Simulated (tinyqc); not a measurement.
Inside a calculation. Method: plane-wave Kohn-Sham cycle with exchange-only LDA in a layered model solid. One step of it, computed by the program tinyqc.

Question. Iteration 2: levels at that k. Diagonalise the Hermitian matrix.

H (hartree), lower triangle:
```
           -3         -2         -1         +0         +1         +2        +3
-3   0.775583
-2  -0.119296   0.224858
-1   0.010008  -0.119296  -0.081101
+0   0.002248   0.010008  -0.119296  -0.142292
+1   0.001328   0.002248   0.010008  -0.119296   0.041283
+2   0.000239   0.001328   0.002248   0.010008  -0.119296   0.469624
+3  -0.000094   0.000239   0.001328   0.002248   0.010008  -0.119296  1.142733
```

Give: eigenvalues.

Answer.

eigenvalues (hartree): -0.2696  -0.0809  0.0841  0.2488  0.4825  0.8017  1.1641
